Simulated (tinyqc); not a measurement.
Defect-molecule model of a vacancy with Jahn-Teller distortion: sweeps and comparisons. A value that a table varies takes the place of the one given here.

Four dangling hybrids a, b, c, d point into the vacancy: H_ii = E0, and -gm between any two. A tetragonal distortion Q pairs a with b and c with d: those two couplings become -gm - I Q and the other four -gm + I Q/2, at an elastic cost k Q^2/2. The a1 level holds two electrons; charge states 2+, + and 0 put n = 0, 1, 2 more into the lowest level of t2 origin. Energy from the 2+ state at Q = 0, with the Fermi level mu counted from Ev: W_n(Q) = n (et - 2 I Q) + k Q^2/2 + Uc n (n - 1)/2 - n mu. et = E0 + gm is the undistorted t2 level.

Constants: kB = 8.617333262e-05 eV/K.

Inputs chosen for the exercise (of the size used for the vacancy in silicon; not measured data):
```
symbol  value  unit           meaning
E0      -0.12  eV             level of a dangling hybrid, from Ev
gm      0.39   eV             coupling between two dangling hybrids
I       1.16   eV/angstrom    Jahn-Teller coupling
k       15.2   eV/angstrom^2  force constant of the mode
Uc      0.36   eV             repulsion of two electrons in one orbital
T       400    K              temperature
mu1     -0.02  eV             first Fermi level
```

## Occupation against the Fermi level

Weights g_n exp(-W_n/kT) with W_n = n et - n^2 E_JT + Uc n (n - 1)/2 - n mu, E_JT = 2 I^2/k, degeneracies 1, 6 (spin and three axes) and 3; mu = mu1 + 0.03 j eV.

Shares:
```
mu (eV)      2+       +       0  mean charge
-0.02    0.8129  0.1841  0.0029       1.8100
0.01     0.6405  0.3464  0.0132       1.6273
0.04     0.4152  0.5362  0.0486       1.3666
0.07     0.2105  0.6490  0.1405       1.0699
0.10     0.0822  0.6050  0.3128       0.7693
0.13     0.0248  0.4364  0.5388       0.4860
0.16     0.0060  0.2518  0.7422       0.2638
0.19     0.0012  0.1242  0.8745       0.1267
0.22     0.0002  0.0561  0.9436       0.0566
```

What can be read from the table?

U_eff = Uc - 2 E_JT = +0.006 eV and kT = 34.5 meV (the vacancy in silicon is known as negative-U; these values are not). The + state reaches at most 64.9 % on these rows, at mu = 0.07 eV. The mean charge goes from 1.81 to 0.06. Rows with mu < 0 lie in the valence band and are formal.

## When U turns negative

The force constant is varied. E_JT = 2 I^2/k, E(2+/+) = et - E_JT, E(+/0) = et - 3 E_JT + Uc, U_eff = Uc - 2 E_JT.

Against k:
```
k (eV/angstrom^2)  E_JT (eV)  (2+/+) (eV)  (+/0) (eV)  U_eff (eV)  Q of the neutral state (angstrom)
8                     0.3364      -0.0664     -0.3792     -0.3128                             0.5800
12                    0.2243       0.0457     -0.0428     -0.0885                             0.3867
16                    0.1682       0.1018      0.1254      0.0236                             0.2900
24                    0.1121       0.1579      0.2936      0.1357                             0.1933
32                    0.0841       0.1859      0.3777      0.1918                             0.1450
48                    0.0561       0.2139      0.4618      0.2479                             0.0967
64                    0.0420       0.2280      0.5039      0.2759                             0.0725
96                    0.0280       0.2420      0.5459      0.3039                             0.0483
```

k at which U_eff = 0 = 14.95 eV/angstrom^2

What does this show, and why?

Levels below 0 lie in the valence band. U_eff is negative for k below 4 I^2/Uc = 15.0: 2 of the 8 rows. The gain grows as n^2, so the second electron wins 3 E_JT where the first wins E_JT. For a stiff lattice the levels tend to et = 0.270 and et + Uc = 0.630 eV. Distortions above about 0.5 angstrom (1 of the rows) are beyond a linear coupling.

## What each parameter does

E_JT = 2 I^2/k, E(2+/+) = et - E_JT, E(+/0) = et - 3 E_JT + Uc, U_eff = E(+/0) - E(2+/+); a1 level E0 - 3 gm. Each row changes one parameter from the base and keeps the others.

Results:
```
case                     (2+/+) (eV)  (+/0) (eV)  U_eff (eV)  a1 (eV)
base                          0.0929      0.0988      0.0059  -1.2900
E0 = -0.07 eV                 0.1429      0.1488      0.0059  -1.2400
gm = 0.43 eV                  0.1329      0.1388      0.0059  -1.4100
I = 1.276 eV/angstrom         0.0558     -0.0127     -0.0685  -1.2900
k = 16.72 eV/angstrom^2       0.1090      0.1471      0.0381  -1.2900
Uc = 0.42 eV                  0.0929      0.1588      0.0659  -1.2900
```

How do the results move?

The largest shifts from the base row, up to three for each result and ties (the steps differ in size, so this ranks the rows, not the parameters). (2+/+) (eV): E0 +0.0500, gm +0.0400, I -0.0372; unchanged at the printed digits by Uc. (+/0) (eV): I -0.1115, Uc +0.0600, E0 +0.0500. U_eff (eV): I -0.0744, Uc +0.0600, k +0.0322; unchanged at the printed digits by E0 and gm. a1 (eV): gm -0.1200, E0 +0.0500; unchanged at the printed digits by I, k and Uc. E0 and gm move both levels alike, so U_eff depends on I, k and Uc alone.

Computed by tinyqc, a small Python program: `OMP_NUM_THREADS=1 python tinyqc.py 1452186 1452187 out.jsonl` (the numbers bound the seed that draws the inputs); one thread of a shared host (Intel(R) Xeon(R) Processor @ 2.30GHz), about 0.01 s for the whole set of steps.
